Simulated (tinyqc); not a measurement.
# In-plane mass from two subband densities

Problem. At zero temperature each occupied subband holds N_k = D (EF - E_k), D = md m0 q/(pi hbar^2) per eV. Two subbands are occupied. Find md, EF - E1 and EF - E2.

Constants: q = 1.602176634e-19 C, hbar = 1.054571817e-34 J s, m0 = 9.1093837015e-31 kg. Results are converted to the units shown.

N1, N2 (cm^-2): [4.6642952e11, 5.6e10]
E2 - E1 = 31.9 meV

Answer. N1 - N2 = D (E2 - E1) gives D and so md; each N_k/D is a distance to EF.

md = 0.0308 m0
EF - E1 = 36.3 meV
EF - E2 = 4.35 meV

Computed by the program tinyqc: `OMP_NUM_THREADS=1 python tinyqc.py 2140029 2140030 out.jsonl`, one thread of a shared Intel Xeon 2.30GHz, about 0.1 s for the whole run.
